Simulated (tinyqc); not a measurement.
Inside a calculation. Method: Pariser-Parr-Pople SCF with singles CI, for the molecule Clc1ccc[cH+]cn1 (SMILES; centres numbered as the heavy atoms are written). Computed by tinyqc, a small Python program that keeps every step. Settings: charge = 1, gamma = Ohno, start = huckel, damping = 0, iteration cap = 75, excitations kept = 9. Command: `OMP_NUM_THREADS=1 python tinyqc.py 30453 30454 out.jsonl` (the two numbers bound the seeds that draw the settings). One thread of a shared host (Intel(R) Xeon(R) Processor @ 2.60GHz), about 0.01 s of CPU time with the checks. Later iterations appear only in the table of the cycle.

## PPP integrals

Centres (angstrom, eV; a flat drawing with bonds scaled to 1.40 angstrom):

| centre | x | y | core charge z | W | gamma_rr |
|---|---|---|---|---|---|
| 1Cl | 2.637000 | 0.000000 | 2 | 26.000000 | 13.000000 |
| 2C | 1.237000 | 0.000000 | 1 | 11.160000 | 11.130000 |
| 3C | 0.629000 | 1.261000 | 1 | 11.160000 | 11.130000 |
| 4C | -0.736000 | 1.573000 | 1 | 11.160000 | 11.130000 |
| 5C | -1.830000 | 0.700000 | 1 | 11.160000 | 11.130000 |
| 6C | -1.830000 | -0.700000 | 1 | 11.160000 | 11.130000 |
| 7C | -0.736000 | -1.573000 | 1 | 11.160000 | 11.130000 |
| 8N | 0.629000 | -1.261000 | 1 | 14.100000 | 12.300000 |

Resonance integrals (eV):

| i | j | beta |
|---|---|---|
| 1 | 2 | -1.740000 |
| 2 | 3 | -2.620000 |
| 3 | 4 | -2.620000 |
| 4 | 5 | -2.620000 |
| 5 | 6 | -2.620000 |
| 6 | 7 | -2.620000 |
| 7 | 8 | -2.750000 |
| 8 | 2 | -2.750000 |

Ohno: gamma = 14.399645/sqrt(R^2 + a^2), a = 2 x 14.399645/(gamma_rr + gamma_ss); H_rr = -W_r - sum_(s != r) z_s gamma_rs; H_rs = beta for bonds.

repulsion gamma_rs (eV):
```
           1Cl         2C         3C         4C         5C         6C         7C         8N
1Cl  13.000000   7.827217   5.424513   3.684242   3.079228   3.079228   3.684242   5.474739
2C    7.827217  11.130000   7.554085   5.078081   4.233299   4.233299   5.078081   7.729436
3C    5.424513   7.554085  11.130000   7.553271   5.079867   4.234084   4.233612   5.132487
4C    3.684242   5.078081   7.553271  11.130000   7.554938   5.079247   4.233148   4.263755
5C    3.079228   4.233299   5.079867   7.554938  11.130000   7.553862   5.079247   4.264238
6C    3.079228   4.233299   4.234084   5.079247   7.553862  11.130000   7.554938   5.132188
7C    3.684242   5.078081   4.233612   4.233148   5.079247   7.554938  11.130000   7.728564
8N    5.474739   7.729436   5.132487   4.263755   4.264238   5.132188   7.728564  12.300000
```

core matrix H (eV):
```
            1Cl          2C          3C          4C          5C          6C          7C          8N
1Cl  -58.253409   -1.740000    0.000000    0.000000    0.000000    0.000000    0.000000    0.000000
2C    -1.740000  -60.720716   -2.620000    0.000000    0.000000    0.000000    0.000000   -2.750000
3C     0.000000   -2.620000  -55.796431   -2.620000    0.000000    0.000000    0.000000    0.000000
4C     0.000000    0.000000   -2.620000  -52.290924   -2.620000    0.000000    0.000000    0.000000
5C     0.000000    0.000000    0.000000   -2.620000  -51.083907   -2.620000    0.000000    0.000000
6C     0.000000    0.000000    0.000000    0.000000   -2.620000  -51.106074   -2.620000    0.000000
7C     0.000000    0.000000    0.000000    0.000000    0.000000   -2.620000  -52.436074   -2.750000
8N     0.000000   -2.750000    0.000000    0.000000    0.000000    0.000000   -2.750000  -59.300145
```

## Starting guess

pi electrons, sum of z_r less the charge = 8

Orbitals of the Hueckel matrix of the beta values.

P at the start:
```
           1Cl         2C         3C         4C         5C         6C         7C         8N
1Cl   1.481798   0.645957  -0.177130  -0.306589   0.223615   0.219759  -0.314830  -0.166802
2C    0.645957   0.951461   0.511003   0.069996  -0.130743  -0.137346   0.067277   0.523333
3C   -0.177130   0.511003   0.916142   0.731407   0.090452  -0.301333  -0.146326   0.212411
4C   -0.306589   0.069996   0.731407   0.936598   0.560817   0.081472  -0.145659  -0.140561
5C    0.223615  -0.130743   0.090452   0.560817   0.927618   0.716491   0.080262  -0.291830
6C    0.219759  -0.137346  -0.301333   0.081472   0.716491   0.926408   0.555840   0.087575
7C   -0.314830   0.067277  -0.146326  -0.145659   0.080262   0.555840   0.938066   0.731089
8N   -0.166802   0.523333   0.212411  -0.140561  -0.291830   0.087575   0.731089   0.921909
```

## Iteration 1: Fock matrix

F_rr = H_rr + P_rr gamma_rr / 2 + sum_(s != r) P_ss gamma_rs; F_rs = H_rs - P_rs gamma_rs / 2; E = tr P (H + F) / 2 + core repulsion sum_(r<s) z_r z_s gamma_rs.

F (eV):
```
            1Cl          2C          3C          4C         5C         6C          7C          8N
1Cl  -18.541910   -4.268022    0.480422    0.564773  -0.344282  -0.338344    0.579955    0.456599
2C    -4.268022  -12.412687   -4.550078   -0.177721   0.276737   0.290713   -0.170820   -4.772533
3C     0.480422   -4.550078  -11.060515   -5.382258  -0.229741   0.637934    0.309743   -0.545099
4C     0.564773   -0.177721   -5.382258  -10.252673  -4.738470  -0.206908    0.308299    0.299659
5C    -0.344282    0.276737   -0.229741   -4.738470  -9.907416  -5.326136   -0.203835    0.622216
6C    -0.338344    0.290713    0.637934   -0.206908  -5.326136  -9.898226   -4.719670   -0.224726
7C     0.579955   -0.170820    0.309743    0.308299  -0.203835  -4.719670  -10.245902   -5.575135
8N     0.456599   -4.772533   -0.545099    0.299659   0.622216  -0.224726   -5.575135  -13.508191
```

pi energy = -126.804909 eV

## Iteration 1: orbitals and new P

Diagonalise F (the basis is taken as orthonormal) and form P = 2 sum c c over the lowest orbitals.

orbital energies (eV): -22.263520  -19.598251  -18.018688  -16.747285  -7.599437  -7.191117  -2.809238  -1.599984

P after iteration 1:
```
           1Cl         2C         3C         4C         5C         6C         7C         8N
1Cl   1.785383   0.474452  -0.178462  -0.175036   0.129858   0.151690  -0.138949  -0.190794
2C    0.474452   0.856203   0.556620   0.162948  -0.175222  -0.224939   0.070596   0.575809
3C   -0.178462   0.556620   0.930923   0.709929   0.137648  -0.250689  -0.228912   0.123946
4C   -0.175036   0.162948   0.709929   0.832978   0.566689   0.168147  -0.149897  -0.197575
5C    0.129858  -0.175222   0.137648   0.566689   0.845010   0.700712   0.197151  -0.241789
6C    0.151690  -0.224939  -0.250689   0.168147   0.700712   0.862082   0.560712   0.104197
7C   -0.138949   0.070596  -0.228912  -0.149897   0.197151   0.560712   0.769397   0.703132
8N   -0.190794   0.575809   0.123946  -0.197575  -0.241789   0.104197   0.703132   1.118023
```

## Iteration 2: Fock matrix

As before.

F (eV):
```
            1Cl          2C          3C          4C          5C          6C          7C          8N
1Cl  -17.615976   -3.596821    0.484034    0.322437   -0.199931   -0.233544    0.255961    0.522274
2C    -3.596821  -10.943780   -4.722376   -0.413731    0.370885    0.476118   -0.179246   -4.975338
3C     0.484034   -4.722376  -11.233233   -5.301143   -0.349618    0.530719    0.484562   -0.318076
4C     0.322437   -0.413731   -5.301143  -10.911557   -4.760651   -0.427030    0.317268    0.421206
5C    -0.199931    0.370885   -0.349618   -4.760651  -11.049671   -5.266543   -0.500689    0.515523
6C    -0.233544    0.476118    0.530719   -0.427030   -5.266543  -11.080173   -4.738072   -0.267379
7C     0.255961   -0.179246    0.484562    0.317268   -0.500689   -4.738072  -10.315735   -5.467101
8N     0.522274   -4.975338   -0.318076    0.421206    0.515523   -0.267379   -5.467101  -13.728238
```

pi energy = -128.540631 eV

## Iteration 2: orbitals and new P

As before.

orbital energies (eV): -21.671118  -19.340407  -18.499779  -17.045567  -7.771896  -7.195722  -2.730208  -2.623667

P after iteration 2:
```
           1Cl         2C         3C         4C         5C         6C         7C         8N
1Cl   1.843913   0.425614  -0.146762  -0.142828   0.091609   0.121133  -0.099915  -0.177977
2C    0.425614   0.774734   0.549534   0.188398  -0.167593  -0.227197   0.085529   0.586179
3C   -0.146762   0.549534   0.922629   0.714306   0.139533  -0.262327  -0.233028   0.132919
4C   -0.142828   0.188398   0.714306   0.832909   0.563515   0.154358  -0.162771  -0.195153
5C    0.091609  -0.167593   0.139533   0.563515   0.849561   0.711656   0.200416  -0.239269
6C    0.121133  -0.227197  -0.262327   0.154358   0.711656   0.886570   0.558509   0.099065
7C   -0.099915   0.085529  -0.233028  -0.162771   0.200416   0.558509   0.727722   0.689690
8N   -0.177977   0.586179   0.132919  -0.195153  -0.239269   0.099065   0.689690   1.161961
```

## Iteration 3: Fock matrix

As before.

F (eV):
```
            1Cl          2C          3C          4C          5C          6C          7C          8N
1Cl  -17.742028   -3.405687    0.398055    0.263106   -0.141042   -0.186498    0.184055    0.487189
2C    -3.405687  -10.751113   -4.695613   -0.478351    0.354735    0.480895   -0.217161   -5.015416
3C     0.398055   -4.695613  -11.401961   -5.317673   -0.354404    0.555357    0.493275   -0.341103
4C     0.263106   -0.478351   -5.317673  -11.002969   -4.748659   -0.392011    0.344517    0.416042
5C    -0.141042    0.354735   -0.354404   -4.748659  -11.070991   -5.307876   -0.508981    0.510149
6C    -0.186498    0.480895    0.555357   -0.392011   -5.307876  -11.198995   -4.729750   -0.254210
7C     0.184055   -0.217161    0.493275    0.344517   -0.508981   -4.729750  -10.233432   -5.415155
8N     0.487189   -5.015416   -0.341103    0.416042    0.510149   -0.254210   -5.415155  -13.987160
```

pi energy = -128.700158 eV

## Iteration 3: orbitals and new P

As before.

orbital energies (eV): -21.735400  -19.332896  -18.589417  -17.148046  -7.862345  -7.209717  -2.813232  -2.697596

P after iteration 3:
```
           1Cl         2C         3C         4C         5C         6C         7C         8N
1Cl   1.864888   0.403170  -0.131753  -0.130184   0.076970   0.110158  -0.085187  -0.172625
2C    0.403170   0.741550   0.543830   0.194386  -0.163469  -0.225972   0.091576   0.592409
3C   -0.131753   0.543830   0.925909   0.719846   0.140547  -0.266337  -0.234641   0.132198
4C   -0.130184   0.194386   0.719846   0.832521   0.557886   0.150048  -0.164011  -0.195929
5C    0.076970  -0.163469   0.140547   0.557886   0.845312   0.717268   0.204955  -0.236547
6C    0.110158  -0.225972  -0.266337   0.150048   0.717268   0.899225   0.556476   0.095169
7C   -0.085187   0.091576  -0.234641  -0.164011   0.204955   0.556476   0.706036   0.681406
8N   -0.172625   0.592409   0.132198  -0.195929  -0.236547   0.095169   0.681406   1.184559
```

## Convergence

Stop when output and input P, before any damping, agree to 1e-7.

Course of the cycle:

| iteration | E (eV) | largest \|P(out) - P(in)\| |
|---|---|---|
| 1 | -126.80490895 | 3.04e-01 |
| 2 | -128.54063123 | 8.15e-02 |
| 3 | -128.70015796 | 3.32e-02 |
| 4 | -128.73029986 | 1.50e-02 |
| 5 | -128.73741846 | 7.26e-03 |
| 6 | -128.73939361 | 3.68e-03 |
| 7 | -128.74001761 | 2.13e-03 |
| 8 | -128.74023462 | 1.28e-03 |
| 9 | -128.74031499 | 7.97e-04 |
| 10 | -128.74034589 | 5.05e-04 |
| 11 | -128.74035803 | 3.20e-04 |
| ... | ... | ... |
| 19 | -128.74036606 | 8.59e-06 |
| 20 | -128.74036607 | 5.47e-06 |
| 21 | -128.74036607 | 3.49e-06 |
| 22 | -128.74036607 | 2.22e-06 |
| 23 | -128.74036607 | 1.42e-06 |
| 24 | -128.74036607 | 9.02e-07 |
| 25 | -128.74036607 | 5.75e-07 |
| 26 | -128.74036607 | 3.67e-07 |
| 27 | -128.74036607 | 2.34e-07 |
| 28 | -128.74036607 | 1.49e-07 |
| 29 | -128.74036607 | 9.51e-08 |

Converged in 29 iterations.

## Converged orbitals

Charges are z - P_rr.

orbital energies (eV): -21.754922  -19.320059  -18.634546  -17.221501  -7.904929  -7.225178  -2.860909  -2.749328

coefficients:
```
          MO1        MO2        MO3        MO4        MO5        MO6        MO7        MO8
1Cl  0.279109   0.603497  -0.331425   0.622557  -0.067311  -0.194142  -0.127996   0.043184
2C   0.458336   0.302788  -0.064574  -0.222816   0.165634   0.544684   0.534156  -0.187066
3C   0.333354  -0.032675  -0.411567  -0.429729   0.480654  -0.127887  -0.384995   0.371682
4C   0.267777  -0.306991  -0.471122  -0.171597  -0.345382  -0.428737   0.186777  -0.494633
5C   0.244101  -0.474208  -0.230702   0.280237  -0.398274   0.377502   0.071419   0.526835
6C   0.268905  -0.426286   0.119092   0.438357   0.447001   0.204080  -0.298649  -0.457144
7C   0.346038  -0.156193   0.413946   0.155021   0.248981  -0.530371   0.475592   0.301672
8N   0.526839   0.133458   0.505853  -0.232255  -0.444178  -0.002889  -0.441257  -0.052820
```

pi charges: 1Cl 0.120940, 2C 0.288862, 3C 0.067506, 4C 0.165302, 5C 0.167571, 6C 0.079261, 7C 0.320958, 8N -0.210399

## Singles CI, singlets

Over the 9 single excitations with the smallest orbital gaps: A = (e_a - e_i) delta + 2 (ia|jb) - (ij|ab), with (pq|rs) = sum c_mp c_mq gamma_mn c_nr c_ns. f = 2/3 w |mu|^2 in atomic units, mu = sqrt2 sum c_ia sum_m c_mi c_ma R_m.

singlet CI matrix (eV):
```
           4>5        4>6        3>5        3>6        2>5        2>6        1>5        4>7
4>5   5.004850  -0.003405  -0.023883  -0.837689   0.050226  -0.468323   0.069137  -0.164582
4>6  -0.003405   5.515585   0.878770   0.002101   0.265023   0.030358   0.105331  -0.433155
3>5  -0.023883   0.878770   6.171564  -0.052477  -0.053566  -0.595917  -0.005809   0.055629
3>6  -0.837689   0.002101  -0.052477   6.525285   0.698910  -0.051801   0.225644   0.175706
2>5   0.050226   0.265023  -0.053566   0.698910   6.758637  -0.087207   0.155699  -0.122008
2>6  -0.468323   0.030358  -0.595917  -0.051801  -0.087207   7.186132  -0.138538  -0.438853
1>5   0.069137   0.105331  -0.005809   0.225644   0.155699  -0.138538   8.651994  -0.043055
4>7  -0.164582  -0.433155   0.055629   0.175706  -0.122008  -0.438853  -0.043055   9.007780
4>8  -0.222897   0.190577   0.070342  -0.141211  -0.146863   0.143001   0.001154   0.275138

           4>8
4>5  -0.222897
4>6   0.190577
3>5   0.070342
3>6  -0.141211
2>5  -0.146863
2>6   0.143001
1>5   0.001154
4>7   0.275138
4>8   9.609032
```

singlet excitation energies (eV): 4.485490  4.790568  6.178670  6.437962  7.410405  7.555222  8.727578  9.097697  9.747267

oscillator strengths: 0.113786  0.065825  0.277333  0.516686  1.140585  0.968059  0.117101  0.001863  0.008917

## Singles CI, triplets

Over the 9 single excitations with the smallest orbital gaps: A = (e_a - e_i) delta - (ij|ab), with (pq|rs) = sum c_mp c_mq gamma_mn c_nr c_ns.

triplet CI matrix (eV):
```
           4>5        4>6        3>5        3>6        2>5        2>6        1>5        4>7
4>5   3.608317  -0.158494  -0.429613   0.012761   0.795517  -0.267467   0.342830   0.000140
4>6  -0.158494   4.185476   0.012761  -0.214753  -0.267467   0.406481   0.109477  -0.583484
3>5  -0.429613   0.012761   4.470060  -0.033027  -0.474437   0.023745  -0.144927   0.521329
3>6   0.012761  -0.214753  -0.033027   5.196227   0.023745  -0.189377   0.249665   0.268629
2>5   0.795517  -0.267467  -0.474437   0.023745   5.680230  -0.095341   0.433655  -0.214496
2>6  -0.267467   0.406481   0.023745  -0.189377  -0.095341   6.217243  -0.198522  -0.791915
1>5   0.342830   0.109477  -0.144927   0.249665   0.433655  -0.198522   7.604448   0.086112
4>7   0.000140  -0.583484   0.521329   0.268629  -0.214496  -0.791915   0.086112   8.365813
4>8  -0.096738   0.227936  -0.203099  -0.218349  -0.682008   0.175572   0.594034   0.301636

           4>8
4>5  -0.096738
4>6   0.227936
3>5  -0.203099
3>6  -0.218349
2>5  -0.682008
2>6   0.175572
1>5   0.594034
4>7   0.301636
4>8   8.953147
```

triplet excitation energies (eV): 3.249238  3.980838  4.228547  5.139242  5.710913  6.055813  7.791926  8.748960  9.375484
